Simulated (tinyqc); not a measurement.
Strain, valley repopulation and piezoresistance in a many-valley conduction band: one step, computed by the program tinyqc.

Valleys are ellipsoids with mass m_l along the axis a and m_t across it, parabolic, with one constant relaxation time; strain shifts the valleys and leaves the masses alone. Currents are taken along [110], along the load, and along [001], across the load.

Problem. Valley shifts. Herring-Vogt shift of a valley with unit axis a: dE = Xi_d tr(e) + Xi_u a.e.a.

Inputs (values chosen for the exercise, modelled on silicon): shear deformation potential Xi_u = 9.27 eV; dilation deformation potential Xi_d = 1.1 eV.

Valley axes: <100> (6 valleys in 3 pairs). Load: uniaxial [110].

strain tensor (%), rows x, y, z:
```
[[-0.1347522, -0.1500000, 0.0000000],
 [-0.1500000, -0.1347522, 0.0000000],
 [0.0000000, 0.0000000, 0.1050081]]
```

Constants: k_B = 8.617333262e-05 eV/K.

Give: shifts dE; splitting (highest minus lowest).

Solution.

shifts dE (meV): x -14.301, y -14.301, z 7.925

splitting (highest minus lowest) = 22.226 meV

Caution: shear strain also changes the transverse masses of <100> valleys, which this model leaves out.
